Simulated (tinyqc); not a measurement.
Nucleation and growth against temperature: classical nucleation, growth and JMAK kinetics of crystallisation from a melt or glass. Computed by tinyqc, a small Python program. Command: `OMP_NUM_THREADS=1 python tinyqc.py 3025886 3025887 out.jsonl nucl walk`. One thread of a shared host (Intel(R) Xeon(R) Processor @ 2.30GHz), about 0.01 s of CPU time with the checks.

A spherical nucleus cap on a flat wall with a sharp interface of isotropic energy gamma; lambda = Omega^(1/3) is the jump distance.

Inputs (values chosen for the exercise, for a model substance): melting point T_m = 740 K; heat of melting per volume H = 1350 J/cm^3; interface energy gamma = 0.16 J/m^2; atomic volume Omega = 14.2 angstrom^3; diffusion prefactor D0 = 1.4e-05 m^2/s; activation energy Q = 0.906 eV; contact angle theta = 135 degrees; wall area per volume S_v = 8.8e+07 1/m.

Nucleation: on a flat wall. Driving force: Turnbull (linear).

Constants: k_B = 1.380649e-23 J/K; k_B = 8.617333262e-05 eV/K.

Method:
- Driving force per volume: dG = H (T_m - T)/T_m.
- Shape factor f = (2 + cos theta)(1 - cos theta)^2/4.
- W(r) = f [4 pi r^2 gamma - (4/3) pi r^3 dG]; r* = 2 gamma/dG; W* = f 16 pi gamma^3/(3 dG^2); n* = f (4/3) pi r*^3/Omega.
- D = D0 exp(-Q/(k_B T)); attachment rate k+ = (A*/lambda^2) D/lambda^2 with A* = 2 pi r*^2 (1 - cos theta); Zeldovich factor Z = sqrt(W*/(3 pi k_B T))/n*; sites per volume N = S_v/lambda^2; I = N Z k+ exp(-W*/(k_B T)); lag time = 1/(4 pi Z^2 k+).
- Growth (Wilson-Frenkel): u = (D/lambda) [1 - exp(-dG Omega/(k_B T))].
- JMAK with steady nucleation and growth, nuclei spread at random: extended fraction X_e = (pi/3) I u^3 t^4, X = 1 - exp(-X_e); t_X = [-3 ln(1 - X)/(pi I u^3)]^(1/4); final grains per volume = Gamma(5/4) (3/pi)^(1/4) (I/u)^(3/4), Gamma(5/4) = 0.9064024771.
- Grain size = (grains per volume)^(-1/3). Rows are kept where W*/(k_B T) < 70.

Rates:
```
T (K)  W*/(k_B T)  I (1/(m^3 s))     u (m/s)  t_0.5 (s)  grain size (micrometre)
370        27.774     3.3783e+17  2.2346e-08     20.471               5.2604e-01
407        31.172     1.4265e+17  2.7409e-07      3.874               1.2212e+00
444        36.164     7.9821e+15  2.1464e-06      1.702               4.2004e+00
481        43.601     2.7916e+13  1.1820e-05      1.947               2.6460e+01
518        55.107     1.2908e+09  4.8937e-05      8.133               4.5771e+02
```

Among these rows I peaks at 370 K, u at 518 K and the change is fastest at 444 K, between the two. Growth has no barrier W*, so it peaks nearer T_m than nucleation. The grain size goes as (u/I)^(1/4), from 0.53 micrometre at the lowest T to 460 at the highest.

Extremes, crossings and ranges named in words are read from the listed rows.
